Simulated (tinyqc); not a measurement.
## Bandgap voltage reference from two bipolar transistors: output against temperature

Two transistors of area 1 and N carry the same current I. Is(T) = Is (T/T0)^eta exp[(Vg0 q/kB)(1/T0 - 1/T)], VBE1 = Vt ln(I/Is(T)) + I rb, VBE2 = Vt ln(I/(N Is(T))) + I rb/N. The amplifier forces I R1(T) = VBE1 - VBE2 + Vos, with R(T) = R (1 + tc (T - T0)) for both resistors, and the output is Vref = VBE1 + I R2(T). Base currents and the Early effect are neglected.

Vt = kB T/q; I = (Vt ln N + Vos)/(R1(T) - rb (1 - 1/N)).

Values chosen for this exercise; values of the order met in silicon bipolar transistors:
```
symbol,value,unit,meaning
T0,300,K,reference temperature
Vg0,1.176,V,band-gap voltage extrapolated to 0 K
eta,3.5,,temperature exponent of the saturation current
Is,1.9e-16,A,saturation current of the unit transistor at T0
N,24,,area ratio of the second transistor
R1,14,kohm,"resistor across which the difference of VBE falls, at T0"
tc,0,ppm/K,temperature coefficient of both resistors
Vos,-0.8,mV,offset of the amplifier
rb,0,ohm,series resistance of the unit transistor
R2,99.75,kohm,output resistor at T0
```

Constants: q = 1.602176634e-19 C, kB = 1.380649e-23 J/K. Results are converted to the units shown.

Results:
```
T (K)  I (uA)  VBE1 (V)  I R2 (V)  Vref (V)  Vref - Vref(T0) (mV)  dVref/dT (uV/K)
218    4.2073   0.78993   0.41968    1.2096                5.7555          -33.967
233    4.5007   0.76004   0.44895    1.2090                5.1373          -48.304
253    4.8920   0.71987   0.48797    1.2078                3.9913          -66.046
273    5.2832   0.67935   0.52700    1.2064                2.5044          -82.437
323    6.2613   0.57674   0.62456    1.2013               -2.5487          -118.67
348    6.7503   0.52479   0.67334    1.1981               -5.7187          -134.73
373    7.2394   0.47245   0.72213    1.1946               -9.2760          -149.68
398    7.7284   0.41975   0.77091    1.1907               -13.194          -163.65
423    8.2174   0.36671   0.81969    1.1864               -17.452          -176.78
```

Estimate the missing row, T = 298 K.

Computed row:
```
T (K)  I (uA)  VBE1 (V)  I R2 (V)  Vref (V)  Vref - Vref(T0) (mV)  dVref/dT (uV/K)
298    5.7722   0.62827   0.57578    1.2041               0.20407          -101.31
```

With this row back in the table: VBE1 falls by 2.06 mV/K on average and I R2 rises by 1.95 mV/K. The slope of Vref vanishes at T = 186 K. Between 233 and 398 K Vref spans 18.3 mV, or 92.5 ppm/K by the box method (span over the average over T, over 165 K).

tinyqc, about 0.03 s, one thread, Intel Xeon 2.30GHz (shared host): `OMP_NUM_THREADS=1 python tinyqc.py 2062085 2062086 out.jsonl`
